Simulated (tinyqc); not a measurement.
Single-oscillator infrared dielectric function of a polar cubic crystal: one step, computed by the program tinyqc.

One ion pair, charges +Z* and -Z*, in a cell of volume Omega = a^3/4. Frequencies omega are given as wavenumbers (1/cm); eps_s is the static dielectric constant.

Problem. Optical constants at the probe frequency. eps(omega) = eps_inf + W^2/(omega_TO^2 - omega^2 - i gamma omega); n + i k = sqrt(eps) with k >= 0; R = |(n + i k - 1)/(n + i k + 1)|^2 at normal incidence from vacuum. omega is the probe ratio times omega_TO. Intensity decays over 1/(4 pi omega k); the loss function is Im(-1/eps).

Inputs (values chosen for the exercise, modelled on indium arsenide):
```
quantity                    value  unit
omega_TO                      221  1/cm
eps_inf                      12.6     -
phonon damping gamma          3.4  1/cm
probe frequency / omega_TO   1.28     -
```

Structure: zinc blende. Free carriers: absent.

W = 361.9250 1/cm

Give: omega; Re eps; Im eps; n; k; reflectivity R; penetration depth of the intensity; loss function.

Solution.

omega = 282.88 1/cm

Re eps = 8.403

Im eps = 0.1295

n = 2.899

k = 0.02233

reflectivity R = 0.2372

penetration depth of the intensity = 126.0 micrometre

loss function = 0.001833

Re eps is positive and k is small against n: the wave propagates.
